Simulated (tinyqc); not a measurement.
## Thickness from two neighbouring fringes

Inverse problem. At normal incidence a transparent film with an index between those of air and substrate, taken as constant, has reflectance minima at 2 n1 d = (m + 1/2) lam (small phase shifts at the substrate neglected). Find d and the order m of the shorter wavelength.

Values chosen for this exercise: index of the transparent film n1 = 1.648.

wavelengths of two neighbouring reflectance minima (nm): [450, 630]

Solution. Neighbouring orders differ by one: 2 n1 d (1/lam1 - 1/lam2) = 1.

d = 478 nm
m = 3

Program tinyqc, `OMP_NUM_THREADS=1 python tinyqc.py 2870223 2870224 out.jsonl`; Intel Xeon 2.30GHz, shared host, one thread, about 0.2 s.
